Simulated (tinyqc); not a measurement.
From results back to parameters: Shockley state of an s-p chain by decimation. Three cases, with inputs chosen for the exercise.

Problem. For the s-p chain the s level is -d/2 - 2 ts cos k and the p level d/2 + 2 tp cos k at k = 0 and pi, and at k = pi/2 the bands lie sqrt(d^2 + 16 u^2) apart. The values below come from hidden parameters.

Case 1.

s level (eV): k = 0 -3.955, k = pi -1.355
p level (eV): k = 0 4.915, k = pi 0.395
splitting at pi/2 = 5.66019 eV

Case 2.

s level (eV): k = 0 -2.755, k = pi 0.445
p level (eV): k = 0 3.755, k = pi -1.445
splitting at pi/2 = 5.47154 eV

Case 3.

s level (eV): k = 0 -3.170, k = pi 1.750
p level (eV): k = 0 3.070, k = pi -1.650
splitting at pi/2 = 3.21104 eV

Find: d, ts, tp, |u|; order at k = pi.

Solution. Means give -d/2 and d/2, widths 4 ts and 4 tp; u follows from the splitting. The order is inverted where s lies above p at pi.

Case 1.

d, ts, tp, |u| (eV): 5.31  0.65  1.13  0.49

order at k = pi: normal

Case 2.

d, ts, tp, |u| (eV): 2.31  0.80  1.30  1.24

order at k = pi: inverted

Case 3.

d, ts, tp, |u| (eV): 1.42  1.23  1.18  0.72

order at k = pi: inverted

Computed by tinyqc, one run a case: `OMP_NUM_THREADS=1 python tinyqc.py N N+1 out.jsonl` with N = 1480640, 1480690, 1480774; one thread of a shared Intel(R) Xeon(R) Processor @ 2.30GHz, about 0.3 s a run at most.
